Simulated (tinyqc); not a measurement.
Vacancy excess varied: nucleation and growth of vacancy voids in a cooling silicon-like crystal. Computed by tinyqc, a small Python program. Command: `OMP_NUM_THREADS=1 python tinyqc.py 3027288 3027289 out.jsonl voids walk`. One thread of a shared host (Intel(R) Xeon(R) Processor @ 2.30GHz), about 0.3 s of CPU time with the checks.

Spherical voids; vacancies are lost only to voids.

Inputs (values chosen for the exercise, close to those used for silicon):
```
quantity                                    value    unit
vacancy density at the melting point C_m  5.5e+14  1/cm^3
formation energy E_f                         4.15      eV
melting point T_m                            1685       K
diffusion prefactor D0                    0.00045  cm^2/s
migration energy E_m                         0.48      eV
site density rho                            5e+22  1/cm^3
void surface energy gamma                   0.939   J/m^2
cooling rate q                                4.7   K/min
vacancy excess C0                         2.4e+13  1/cm^3
temperature step                              0.2       K
```

Vacancy supply: given.

Constants: k_B = 8.617333262e-05 eV/K; k_B = 1.380649e-23 J/K.

Method:
- C = C0 as given.
- C_e = C_m exp[-(E_f/k_B)(1/T - 1/T_m)]; D = D0 exp(-E_m/(k_B T)); f = k_B T ln(C/C_e); r* = 2 gamma/(rho f); W* = 16 pi gamma^3/(3 rho^2 f^2); Z = f/sqrt(12 pi W* k_B T); I = rho Z (4 pi r* D C) exp(-W*/(k_B T)).
- March down from 1500 K in steps dT, dt = dT/q, with values at the upper end of each step: a class of I dt voids is born with r*; then all classes grow by r^2 += 2 D (C - C_e) dt/rho; C falls by the vacancies added to voids. Stop at 1150 K. T_n is the T of the largest I, N the final count (classes under 1e-6 /cm^3 are dropped), and the mean radius the number average.

initial excess C = 2.40e+13 1/cm^3

At fixed q:
```
C (1/cm^3)  T_n (K)  N (1/cm^3)  mean radius (nm)
9.60e+12     1274.6  1.5790e+08             6.532
1.40e+13     1292.8  1.1859e+08             8.155
2.40e+13     1319.2  7.8656e+07            11.202
3.80e+13     1342.4  5.5387e+07            14.687
6.00e+13     1366.0  3.9075e+07            19.225
```

More vacancies nucleate earlier (T_n rises by 91 K) and give fewer, larger voids: N goes as C^-0.76 and the radius as C^0.59, steeper than the -1/2 and +1/2 of the scaling argument at fixed D, because D rises with T_n.

Extremes, crossings and ranges named in words are read from the listed rows.
